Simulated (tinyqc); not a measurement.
The product rho l across metals: free and nearly free electrons in a metal.

Constants: hbar^2/2m0 = 3.80998211 eV angstrom^2; hbar = 6.58211957e-16 eV s.

Free electrons with m = 1; fcc cells hold 4 atoms and bcc cells 2; n = atoms z/a^3, kF = (3 pi^2 n)^(1/3), rho l = hbar kF/(n e^2), e = 1.602176634e-19 C. Inputs are chosen for the exercise.

Results:

| case | lattice | a (angstrom) | z | rho (micro-ohm cm) | kF (1/angstrom) | EF (eV) | l (nm) | rho l (1e-16 ohm m^2) |
|---|---|---|---|---|---|---|---|---|
| near Ag | fcc | 4.116 | 1 | 1.47 | 1.193 | 5.42 | 58.1 | 8.54 |
| near Au | fcc | 4.107 | 1 | 2.42 | 1.196 | 5.45 | 35.2 | 8.51 |
| near Ca | fcc | 5.561 | 2 | 3.22 | 1.113 | 4.72 | 30.5 | 9.83 |
| near K | bcc | 5.245 | 1 | 7.04 | 0.743 | 2.10 | 31.3 | 22.03 |
| near Li | bcc | 3.485 | 1 | 8.49 | 1.118 | 4.77 | 11.5 | 9.72 |
| near Cu | fcc | 3.628 | 1 | 1.55 | 1.354 | 6.98 | 42.8 | 6.64 |

rho l falls as n^(-2/3): it is lowest for the case near Cu and highest for near K. The lowest bulk rho belongs to near Ag; in very narrow wires, where rho l rules, the order changes. Real Fermi surfaces depart from spheres, most for the polyvalent and noble metals.

(tinyqc, `OMP_NUM_THREADS=1 python tinyqc.py 1652004 1652005 out.jsonl`, Intel(R) Xeon(R) Processor @ 2.30GHz, 1 thread, shared host, about 0.01 s.)
